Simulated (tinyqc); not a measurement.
Inside a calculation. Method: coherent transport through a tight-binding region between two chains. One step of it, computed by the program tinyqc.

Problem. Transmission at E = 0.66 eV. Surface Green function g = (E - i sqrt(4 t^2 - E^2)) / (2 t^2); self-energy tc^2 g on each contact site; G = (E - H - Sigma)^(-1); Gamma = -2 Im Sigma; T = Gamma_L Gamma_R |G_LR|^2; local density of states -Im G_ii / pi.

H of the central region (eV), lower triangle:
```
           1          2          3          4          5         6
1   0.000000
2  -1.130000   1.180000
3   0.000000  -1.130000   1.180000
4   0.000000   0.000000  -1.130000   1.180000
5   0.000000   0.000000   0.000000  -1.130000   1.180000
6  -1.130000   0.000000   0.000000   0.000000  -1.130000  0.000000
```

Leads: semi-infinite chains with site energy 0:
```
parameter                           value
lead hopping t (eV)              1.640000
coupling to the left lead (eV)   0.660000
coupling to the right lead (eV)  0.720000
left contact site                       1
right contact site                      5
```

E = 0.660000 eV

Give: g; G; local density of states; transmission.

Solution.

g = 0.1227-0.5973i 1/eV

G (1/eV), lower triangle:
```
                 1                2                3               4
1   0.1331-0.0346i
2   0.5036-0.0490i   0.0274-0.0995i
3   0.0986+0.0121i   0.3940+0.0032i   0.0827-0.0106i
4  -0.4582+0.0546i   0.1539+0.1010i   0.5290-0.0081i  0.0895-0.1047i
5  -0.3095+0.0130i  -0.3231+0.0433i   0.1608+0.0069i  0.3971-0.0401i
6   0.3019+0.0370i  -0.3090+0.0099i  -0.4441-0.0324i  0.1046-0.0248i

                5               6
5  0.0220-0.0253i
6  0.4922+0.0210i  0.1554-0.0992i
```

local density of states (1/eV): 0.0110  0.0317  0.0034  0.0333  0.0081  0.0316

transmission = 0.0309
